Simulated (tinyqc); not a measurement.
# Illuminated p-n diode, drift-diffusion by the Gummel loop with Scharfetter-Gummel fluxes: two studies

Abrupt junction at x = 0, p side from -Lp, n side to Ln, ohmic contacts. psi is counted from the intrinsic level; n = ni exp((psi - phin)/Vt), p = ni exp((phip - psi)/Vt). Contacts: p side psi = V - Vt ln(Na/ni), p = Na, n = ni^2/Na; n side psi = Vt ln(Nd/ni), n = Nd, p = ni^2/Nd. Constant mobilities, D = mu Vt, Boltzmann statistics, SRH recombination through a mid-gap level, U = (n p - ni^2)/(tp (n + ni) + tn (p + ni)). Current is positive from the p contact to the n contact.

Values chosen for this exercise; band and dielectric values close to those of silicon: temperature T = 275 K; band gap Eg = 1.1 eV; relative permittivity eps_r = 11.8; conduction-band density of states at T Nc = 2.47e19 cm^-3; valence-band density of states at T Nv = 2.34e19 cm^-3; acceptor density of the p side Na = 1.3e17 cm^-3; donor density of the n side Nd = 1.9e16 cm^-3; electron mobility mun = 820 cm^2/(V s); hole mobility mup = 370 cm^2/(V s); SRH lifetime of electrons tn = 5e-8 s; SRH lifetime of holes tp = 2e-10 s; length of the p side Lp = 5.1 um; length of the n side Ln = 1.6 um; uniform generation rate G = 2e20 cm^-3 s^-1.

Constants: q = 1.602176634e-19 C, kB = 1.380649e-23 J/K, Vt = kB T/q, eps0 = 8.8541878128e-14 F/cm where lengths are in cm. Results are converted to the units shown.

Each table varies one quantity; the others keep the values above.

## Current against voltage in the dark

ni = sqrt(Nc Nv) exp(-Eg/(2 Vt)), Eg in volts. Poisson and both continuity equations are solved self-consistently with Scharfetter-Gummel fluxes on a graded mesh of 500 nodes. J_scr is q times the integral of U between -xp and xn. Ideal diffusion current J_id = q ni^2 [Dn coth(wp/Le)/(Le Na) + Dp coth(wn/Lh)/(Lh Nd)] (exp(V/Vt) - 1), Le = sqrt(Dn tn), Lh = sqrt(Dp tp), wp = Lp - xp, wn = Ln - xn, with xp and xn from the depletion approximation (W = sqrt(2 eps0 eps_r (Vbi - V)(1/Na + 1/Nd)/q), xp = W Nd/(Na + Nd), xn = W Na/(Na + Nd), Vbi = Vt ln(Na Nd/ni^2)). Ideality factor = 0.004 V/(Vt ln[J(V + 0.004 V)/J(V)]). Here G = 0.

In this table G = 0 cm^-3 s^-1.

Current against voltage in the dark:
columns A: V (V); B: J (A/cm^2); C: ideality factor; D: J_scr/J (%); E: J_id (A/cm^2); F: share recombining at the contacts (%); G: larger minority/doping at -xp and xn
```
A           B     C     D        E       F         G
0.16  2.74e-6  1.67  99.8  6.24e-9  0.0207  1.44e-11
0.23  1.49e-5  1.79  99.2  1.20e-7  0.0714  2.73e-10
0.3   7.77e-5  1.77  97.1  2.30e-6   0.257   5.20e-9
0.36  3.37e-4  1.66  91.5  2.89e-5   0.733   6.48e-8
0.43  0.00222  1.45  75.2  5.54e-4    2.08   1.23e-6
0.5    0.0201  1.24  47.8   0.0106    4.30   2.31e-5
0.56    0.170  1.15  24.1    0.134    6.29   2.84e-4
0.63     2.09  1.28  6.10     2.56    11.1   0.00519
0.7      17.5  1.34  1.15     49.1    54.7    0.0818
```

Read the table: what changes, and by how much?

J rises from 2.74e-6 to 17.5 A/cm^2; the ideality factor moves up and down between 1.15 and 1.79. Recombination in the depleted layer carries over half of the current up to V = 0.43 V, where the factor is 1.45; it grows roughly as exp(V/2 Vt), so diffusion overtakes it. Where the factor is lowest (V = 0.56 V), J is 28 % above the ideal diffusion current.

## Solar-cell figures against the SRH lifetime of electrons

Jsc = -J(0), collected share Jsc/(q G (Lp + Ln)), estimate q G [W + Le tanh(wp/2 Le) + Lh tanh(wn/2 Lh)] at V = 0 with Le = sqrt(Dn tn), Lh = sqrt(Dp tp), W, wp = Lp - xp and wn = Ln - xn from the depletion approximation; J(Voc) = 0; Vmp maximises -J V; FF = Pmax/(Jsc Voc).

Result of one run:
```
tn (s)  Jsc (mA/cm^2)  collected share (%)  estimate of Jsc (mA/cm^2)  Voc (V)  Vmp (V)     FF  Pmax (mW/cm^2)
1e-9             6.24                 29.1                       6.29    0.411    0.319  0.667            1.71
```

What becomes of these results when the SRH lifetime of electrons tn is changed from 1e-9 to 1e-6 s, all else the same?

Result of the changed run:
```
tn (s)  Jsc (mA/cm^2)  collected share (%)  estimate of Jsc (mA/cm^2)  Voc (V)  Vmp (V)     FF  Pmax (mW/cm^2)
1e-6             10.1                 47.1                       10.2    0.493    0.416  0.771            3.85
```

The whole series:
```
tn (s)  Jsc (mA/cm^2)  collected share (%)  estimate of Jsc (mA/cm^2)  Voc (V)  Vmp (V)     FF  Pmax (mW/cm^2)
1e-10            3.41                 15.9                       3.47    0.339    0.253  0.614           0.709
1e-9             6.24                 29.1                       6.29    0.411    0.319  0.667            1.71
1e-8             9.33                 43.5                       9.38    0.461    0.372  0.713            3.07
1e-7             10.0                 46.8                       10.1    0.483    0.401  0.749            3.63
1e-6             10.1                 47.1                       10.2    0.493    0.416  0.771            3.85
```

As tn rises from 1e-10 to 1e-6, the collected share rises from 15.9 to 47.1 %, Voc rises from 0.339 to 0.493 V and FF rises from 0.614 to 0.771. The estimate of Jsc is within 1.6 % in all rows.

Numbers from tinyqc (`OMP_NUM_THREADS=1 python tinyqc.py 2240068 2240069 out.jsonl`; about 0.6 s on one thread of a shared Intel Xeon 2.30GHz).
